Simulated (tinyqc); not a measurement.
Inside a calculation: Kronig-Penney superlattice by transfer matrices. Values are carried at full precision from step to step, so a last printed digit may differ when a step is redone from the rounded ones.

Wells (width a, potential 0, mass mw) alternate with barriers (width b, height V0, mass mb); period d = a + b; c = hbar^2/2m0. The vector (psi, psi'/m) is continuous, and a layer of thickness t carries it by M = [[cos kt, (m/k) sin kt], [-(k/m) sin kt, cos kt]] with k = sqrt(m (E - V)/c); for E < V, k = i kappa gives [[cosh, (m/kappa) sinh], [(kappa/m) sinh, cosh]] of kappa t. A Bloch state obeys cos(q d) = tr(Mb Mw)/2.

Constants: hbar^2/2m0 = 3.80998211 eV angstrom^2; hbar = 6.58211957e-16 eV s.

Parameters, chosen for this exercise (near those of a strained Si superlattice with barriers of SiGe; the results hold for these values, not for the real material):
```
symbol  value   unit      meaning
a       35      angstrom  well width
b       6       angstrom  barrier width
V0      0.179   eV        barrier height
mw      0.912   m0        mass in the wells
mb      0.907   m0        mass in the barriers
E       0.0488  eV        trial energy
F       20      kV/cm     field along the axis
```

## Layer matrices at one energy

Form the matrix of the well and of the barrier at E.

k in the well = 0.10808 1/angstrom
kappa in the barrier = 0.17605 1/angstrom

Mw (angstrom units):
```
,1,2
1,-0.80137,-5.0474
2,0.070888,-0.80137
```

Mb (angstrom units):
```
,1,2
1,1.6118,6.5120
2,0.24536,1.6118
```

## The matrix of one period

Multiply M = Mb Mw and take half the trace. If its size is at most 1, E lies in a miniband and q d = arccos(tr M/2); otherwise the state decays by exp(-arccosh|tr M/2|) a period.

M:
```
,1,2
1,-0.82999,-13.354
2,-0.082367,-2.5300
```

tr M/2 = -1.6800
q d in a band, or the decay exponent in a gap = 1.109

E lies in a gap; det M = 1.0000, as for any such product.

## Miniband edges

The edges are the energies where tr M/2 = +1 (q = 0) or -1 (q = pi/d); the first three minibands.

Minibands:
```
band,bottom (eV),top (eV),width (meV)
1,0.0151,0.0254,10.2
2,0.0623,0.1014,39.1
3,0.1456,0.2279,82.3
```

2 minibands of these lie wholly below V0. The first gap is 36.9 meV wide; the single well of width a has E1 = 0.0205 eV, inside the first miniband.

## Dispersion along the axis

Solve tr M/2 = cos(q d) inside each miniband at q d/pi = 0, 1/6, ..., 1. The cosine form is E_bottom + (W/2)(1 - cos q d) with the true width W.

Energies (eV):
```
q d/pi,band 1,cosine form,band 2
0.000,0.0151,0.0151,0.1014
0.167,0.0156,0.0158,0.0972
0.333,0.0171,0.0177,0.0882
0.500,0.0193,0.0202,0.0787
0.667,0.0220,0.0228,0.0704
0.833,0.0244,0.0247,0.0645
1.000,0.0254,0.0254,0.0623
```

The cosine form, which holds for hopping between neighbouring wells alone, misses band 1 by at most 1.0 meV, 9 % of its width.

## Mass along the axis

With f(E) = tr M/2, 1 - (q d)^2/2 = 1 + f'(E_bottom)(E - E_bottom) gives m_z = -2 c f'/d^2 (f' by a central difference of 1e-6 eV at the bottom of band 1). The cosine form gives 4 c/(W d^2), W the width of band 1 between tr M/2 = +1 and -1.

f' = -274.6 1/eV
m_z = 1.245 m0
m_z of the cosine form = 0.8845 m0
W = 10.25 meV

The mass along the axis is 1.36 times mw.

## In a field along the axis

One-band picture: ladder spacing e F d, Bloch frequency e F d/(2 pi hbar), and extent W/(e F) of a Stark state, with W the width of band 1; 1 kV/cm = 1e-5 V/angstrom.

e F d = 8.200 meV
Bloch frequency = 1.983 THz
W/(e F d) = 1.25 periods

The state spreads over about 1 period.

## Checks

- Bottom of band 1 from 121 plane waves (the mass step taken by inverting the matrix of m) against the transfer matrix, eV: both 0.0151.

Run: tinyqc, `OMP_NUM_THREADS=1 python tinyqc.py 1251820 1251821 out.jsonl`; Intel(R) Xeon(R) Processor @ 2.30GHz, one thread, shared host; about 0.07 s of CPU time with all checks.
